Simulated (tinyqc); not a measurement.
Critical temperature from a phonon spectrum: McMillan, Allen-Dynes and the linearised Eliashberg equation. From isotope exponent a back to Coulomb pseudopotential mu*. Computed by tinyqc, a small Python program. Command: `OMP_NUM_THREADS=1 python tinyqc.py 3024240 3024241 out.jsonl eliashberg inv`. One thread of a shared host (Intel(R) Xeon(R) Processor @ 2.30GHz), about 0.03 s of CPU time with the checks.

alpha^2 F(omega) = sum_i (lambda_i omega_i/2) delta(omega - omega_i), so that lambda = 2 int alpha^2 F/omega d omega = sum_i lambda_i.

Inputs (values chosen for the exercise, for a model metal): peak energy omega_1 = 6 meV; coupling lambda_1 = 0.489; peak energy omega_2 = 17.4 meV; coupling lambda_2 = 0.316.

Peaks in alpha^2 F: two.

Method. omega_log = exp(sum lambda_i ln omega_i / lambda); omega_rms = sqrt(sum lambda_i omega_i^2 / lambda). T_c ~ M^(-a). All omega_i scale as M^(-1/2) at fixed lambda, but mu* = mu/(1 + mu ln(E_F/omega)) changes: d mu*/d ln omega = mu*^2. In the McMillan form a = (1/2) [1 - 1.04 (1 + lambda)(1 + 0.62 lambda) mu*^2/(lambda - mu* (1 + 0.62 lambda))^2].

Question. A run gave the result below. Find the Coulomb pseudopotential mu*, known to lie between 0.091 and 0.15.

isotope exponent a = 0.437406

Answer.

Each step takes the trial c = (a f_b - b f_a)/(f_b - f_a), f being the result less the target and a, b, c the logarithms of the listed values; c replaces end b, the old b replaces a if the sign of f changed, and otherwise f_a is halved.

Scan of the range:
```
Coulomb pseudopotential mu*  isotope exponent a
0.0910                                 0.473933
0.0989                                 0.468091
0.1070                                 0.461229
0.1170                                 0.451410
0.1270                                 0.439922
0.1380                                 0.425099
0.1500                                 0.405933
```

False position (Illinois rule, in the logarithm of the input) inside the bracket:
```
step     end a     end b     trial  isotope exponent a
1     0.127000  0.138000  0.128804            0.437657
2     0.138000  0.128804  0.128981            0.437430
3     0.138000  0.128981  0.129015            0.437386
4     0.128981  0.129015  0.129000            0.437406
5     0.129015  0.129000  0.129000            0.437406
```

Isotope exponent a falls at every point of a 13-point scan of the range (every second point is shown), so one value fits; it is bracketed by 0.127 and 0.138. Answer: Coulomb pseudopotential mu* = 0.1290.
